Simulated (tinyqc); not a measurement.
Thermal resistances of a two-die stack.

Problem. Heat leaves through the lower die only, and the system is linear. Find the resistance R1 from the lower die to the coolant, R2 between the dies, and the rise of the upper die when both are powered.

Values chosen for this exercise:
- P1 = 11 W (power of the lower die)
- P2 = 5.9 W (power of the upper die)

rises of the lower and upper die with only the lower one powered (K): 5.17  5.17
rises of the lower and upper die with only the upper one powered (K): 2.773  3.894

Solution. With only the lower die powered no heat crosses R2, so both dies rise by P1 R1; the difference in the second test is P2 R2; rises add.

R1 = 0.470 K/W
R2 = 0.190 K/W
rise of the upper die = 9.06 K

Numbers from tinyqc (`OMP_NUM_THREADS=1 python tinyqc.py 2162053 2162054 out.jsonl`; about 0.03 s on one thread of a shared Intel Xeon 2.30GHz).
